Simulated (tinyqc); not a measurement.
# Field from the level spacing

Problem. In a triangular well E_k = a_k (C F^2/mz1)^(1/3), a_1 = 2.338107, a_2 = 4.087949, C = hbar^2/(2 m0), F in eV/nm (1 MV/cm = 0.1 eV/nm). Find F, E_1, the mean distance 2 E_1/(3 F) of the lowest level and the sheet charge eps0 eps_r F/q behind such a field.

Inputs (values chosen for the exercise): relative permittivity eps_r = 9.61; mass along z of valley set A (3 valley(s)) mz1 = 0.334 m0.

Constants: q = 1.602176634e-19 C, hbar = 1.054571817e-34 J s, m0 = 9.1093837015e-31 kg, eps0 = 8.8541878128e-14 F/cm where lengths are in cm, hbar^2/(2 m0) = 0.0380998212 eV nm^2. Results are converted to the units shown.

spacing of the two lowest levels = 102.53934 meV

Solution. The spacing over a_2 - a_1 is the energy scale (C F^2/mz1)^(1/3), which gives F.

F = 0.4200 MV/cm
E_1 = 137.0 meV
mean distance = 2.175 nm
sheet charge over q = 2.231e12 cm^-2

Program tinyqc, `OMP_NUM_THREADS=1 python tinyqc.py 2160170 2160171 out.jsonl`; Intel Xeon 2.30GHz, shared host, one thread, about 0.7 s.
